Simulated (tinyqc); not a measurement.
What each parameter does: k.p values derived from sp3s* tight binding at Gamma.

At Gamma the states are two-level mixtures: s-like S+ (upper) and S- (lower) from [[Esa, Vss], [Vss, Esc]], p-like P- (valence) and P+ from [[Epa, Vxx], [Vxx, Epc]], and the bare s* levels. With real k in 1/angstrom and kz = 0, the phase sums over the four bonds are g0 = 1 - (a k/4)^2/2, g1 = i a kx/4, g3 = -(a/4)^2 kx ky to second order. Each mixture is written (anion, cation) with the anion part positive. c = hbar^2/2m0. No spin-orbit coupling.

Recipe: P = (a/4)(sa pc Vsapc + sc pa Vscpa) between an s and a p state ((a/4) pc Vxapc and (a/4) pa Vpaxc for s*), Ep = P^2/c for S+ to P-; m0/m = [-(a/4)^2 sa sc Vss + sum P^2/(E(S+) - E(P))]/c; L = d0 + F, M = d0 + H1, N = dN + F + H1 with d0 = -(a/4)^2 pa pc Vxx, dN = -2 (a/4)^2 pa pc Vxy, F = sum P^2/(E(P-) - E(s)) over the four s-like states, H1 = Q^2/(E(P-) - E(P+)), Q = (a/4) Vxy (pa p'c - pc p'a); g1 = -(L + 2M)/(3c), g2 = -(L - M)/(6c), g3 = -N/(6c).

Constants: hbar^2/2m0 = 3.80998211 eV angstrom^2.

Inputs chosen for the exercise (near a published set for InAs, fitted to gaps, whose masses and valley positions are rough; not measured data): a = 6.061 angstrom (lattice constant); Esa = -9.535 eV (s level of the anion); Epa = 0.897 eV (p level of the anion); Esc = -2.721 eV (s level of the cation); Epc = 3.719 eV (p level of the cation); Exa = 7.365 eV (s* level of the anion); Exc = 6.671 eV (s* level of the cation); Vss = -5.554 eV (s-s); Vxx = 1.845 eV (px-px); Vxy = 4.466 eV (px-py); Vsapc = 3.068 eV (s anion, p cation); Vscpa = 5.394 eV (s cation, p anion); Vxapc = 3.346 eV (s* anion, p cation); Vpaxc = 3.852 eV (p anion, s* cation).

The recipe applied anew. Each row changes one parameter from the base and keeps the others.

Results:
```
case,EG (eV),Ep (eV),m (m0),g1,g2,g3
base,0.4024,14.372,0.0292,13.584,5.719,6.225
Vsapc = 2.918 eV,0.4024,14.182,0.0297,13.424,5.639,6.145
Exc = 6.821 eV,0.4024,14.372,0.0292,13.577,5.715,6.222
Vss = -5.704 eV,0.5307,14.331,0.0393,10.679,4.267,4.773
Vscpa = 5.244 eV,0.4024,13.690,0.0307,13.022,5.438,5.944
Vxapc = 3.196 eV,0.4024,14.372,0.0292,13.579,5.717,6.223
a = 6.111 angstrom,0.4024,14.610,0.0288,13.809,5.814,6.329
Epa = 1.047 eV,0.2826,14.313,0.0204,18.593,8.202,8.718
```

The largest shifts from the base row, up to three for each result and ties (the steps differ in size, so this ranks the rows, not the parameters). EG (eV): Vss +0.1283, Epa -0.1198; unchanged at the printed digits by Vsapc, Exc, Vscpa, Vxapc and a. Ep (eV): Vscpa -0.682, a +0.238, Vsapc -0.190; unchanged at the printed digits by Exc and Vxapc. m (m0): Vss +0.0101, Epa -0.0089, Vscpa +0.0015; unchanged at the printed digits by Exc and Vxapc. g1: Epa +5.008, Vss -2.905, Vscpa -0.563. g2: Epa +2.483, Vss -1.453, Vscpa -0.281. g3: Epa +2.493, Vss -1.453, Vscpa -0.281. Exc and Vxapc act through the s* states, which enter F alone and leave EG, Ep and m.

Program tinyqc; command `OMP_NUM_THREADS=1 python tinyqc.py 1451568 1451569 out.jsonl`; about 0.01 s on one thread of a shared Intel(R) Xeon(R) Processor @ 2.30GHz.
